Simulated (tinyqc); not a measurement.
Minigaps against first-order theory: band folding and unfolding in a supercell of a chain.

A chain with hopping -t and n = 5 sites a supercell. H(K) has v_j on the diagonal, -t between neighbours and -t exp(2 pi i K) on the bond that closes the cell (from the last site to the first of the next cell). The point K holds the n wave vectors k_m = (K + m)/n of the primitive zone, in 2 pi/a, m = 0 to n - 1, with E0 = -2t cos(2 pi k_m). The unfolding weight of a state c on k_m is |sum_j c_j exp(-2 pi i k_m j)|^2/n, j = 0 to n - 1.

Inputs chosen for the exercise: t = 1.52 eV (hopping); v = (-0.21, 0.21, -0.21, -0.21, -0.21) eV (site energies in the supercell).

Gap i lies between minibands i and i + 1, at K = 1/2 for odd i and K = 0 for even i, where k = +/- i/(2n) are degenerate; first order gives 2|V_i|, the Fourier component V_q = (1/n) sum_j v_j exp(-2 pi i q j/n) for q equal to the number of the gap. Computed for the potential at full and at half strength.

Gaps (eV):

| i | E0 at the crossing | 2\|V_i\| | gap | gap at half strength |
|---|---|---|---|---|
| 1 | -2.4594 | 0.1680 | 0.1574 | 0.0813 |
| 2 | -0.9394 | 0.1680 | 0.1655 | 0.0835 |
| 3 | 0.9394 | 0.1680 | 0.1686 | 0.0843 |
| 4 | 2.4594 | 0.1680 | 0.1791 | 0.0867 |

Halving the potential about halves gaps 1, 2, 3 and 4, the scaling of first order. The largest miss of first order is 11 meV, at i = 1 and 4; the potential spans 0.28 t.

Program tinyqc; command `OMP_NUM_THREADS=1 python tinyqc.py 1480526 1480527 out.jsonl`; about 0.01 s on one thread of a shared Intel(R) Xeon(R) Processor @ 2.30GHz.
